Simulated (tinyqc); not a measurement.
Input admittance of a MOSFET at zero drain bias: distributed channel and distributed gate: one step of the calculation.

Source and drain grounded, strong inversion, w = 2 pi f, Cox = eps0 eox/tox. The channel is an RC line of resistance 1/(mu Cox Vo) per square fed from both ends, so one finger has the intrinsic admittance y = i w Cox L tanh(g)/g per width, g = (1/2) sqrt(i w tau), tau = L^2/(mu Vo). The vertical resistance rv/L is in series with y, the overlaps 2 i w Cov in parallel: y_t = 1/(1/y + rv/L) + 2 i w Cov. The gate strip is a line of Rsh/L per length loaded by y_t, so a finger has Y = y_t Wf tanh(k)/k, k = (Wf/sd) sqrt(y_t Rsh/L); the device has Nf Y.

Task. Admittance of the channel and stack per width. tau, g, c = Cox L, y and y_t as defined.

Inputs (values chosen for the exercise); values of the order met in silicon radio-frequency transistors: relative permittivity of the gate insulator (close to silicon dioxide) eox = 3.9; insulator thickness tox = 3.6 nm; channel length L = 0.23 um; channel mobility mu = 310 cm^2/(V s); gate overdrive Vo = 0.59 V; vertical resistivity of the gate stack rv = 1.1 ohm um^2; overlap and fringe capacitance on each side Cov = 0.17 fF/um; frequency f = 44 GHz.

Constants: eps0 = 8.8541878128e-14 F/cm where lengths are in cm. Results are converted to the units shown.

Find: tau; g; c; y; y_t.

Result.

tau = 2.892 ps
g = 0.3161+0.3161i
c = 2.206 fF/um
y = 40.4+606.7i uS/um
y_t = 42.1+700.4i uS/um

w tau = 0.800, and Im y is 0.995 of w c.

Program tinyqc, `OMP_NUM_THREADS=1 python tinyqc.py 2262089 2262090 out.jsonl`; Intel Xeon 2.30GHz, shared host, one thread, about 0.01 s.
